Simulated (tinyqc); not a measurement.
Trench capacitor in an array: capacitance, non-linearity, leakage and relaxation: one step of the calculation.

A film between two metal electrodes, each interface adding a series capacitance ci. The small-signal permittivity is ek (1 + aq E^2); the field is found with the linear permittivity. Leakage J = J0 sinh(E/Ef). After a voltage step the film passes a relaxation current kr C V tt^(-nr), tt being the time in seconds. The sidewall is a coaxial capacitor with radii a = dm/2 - t and b = dm/2, depth AR dm; the end face is left out.

Task. Cell capacitance, fields and time constant. Per length 1/c = ln(b/a)/(2 pi eps0 ek) + (1/a + 1/b)/(2 pi ci); cell capacitance c AR dm; per footprint over pt^2; fields c V/(2 pi eps0 ek r) at r = a and b; resistance of the inner electrode rho AR dm/(pi a^2); time constant R C/3 of the distributed line.

Values chosen for this exercise; permittivity of the order of that of zirconium oxide: relative permittivity of the film ek = 35.8; film thickness t = 4.4 nm; capacitance of each electrode interface (dead layer and screening) ci = 31 uF/cm^2; bias V = 1.1 V; diameter of the hole dm = 49 nm; aspect ratio, depth over diameter AR = 10; pitch of the square array pt = 73 nm; resistivity of the inner electrode rho = 1200 uohm cm.

Constants: eps0 = 8.8541878128e-14 F/cm where lengths are in cm. Results are converted to the units shown.

Give: a; b; cell capacitance; capacitance per footprint; field at a; field at b; R; R C/3.

Result.

a = 20.10 nm
b = 24.50 nm
cell capacitance = 3.359 fF
capacitance per footprint = 63.03 uF/cm^2
field at a = 1.883 MV/cm
field at b = 1.545 MV/cm
R = 4.633 kohm
R C/3 = 5.187 ps

The array gives 12.8 times the planar capacitance per footprint; curvature makes the field at the inner electrode 1.10 times the planar value.

Computed by the program tinyqc: `OMP_NUM_THREADS=1 python tinyqc.py 2102182 2102183 out.jsonl`, one thread of a shared Intel Xeon 2.30GHz, about 0.01 s for the whole run.
